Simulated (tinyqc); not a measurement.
RHF in the 3-21g basis, for H3+, spin multiplicity 1, step by step. One step of it, computed by the program tinyqc.

Question. Iteration 2: DIIS coefficients. Solve [B -1; -1 0][c; lambda] = [0; -1] for the coefficients, which sum to one.

B (overlaps of the stored error matrices):
```
               1              2
1  2.7296087e-01  3.2941566e-02
2  3.2941566e-02  4.3247274e-03
```

Give: DIIS coefficients.

Answer.

DIIS coefficients: -0.1354  1.1354
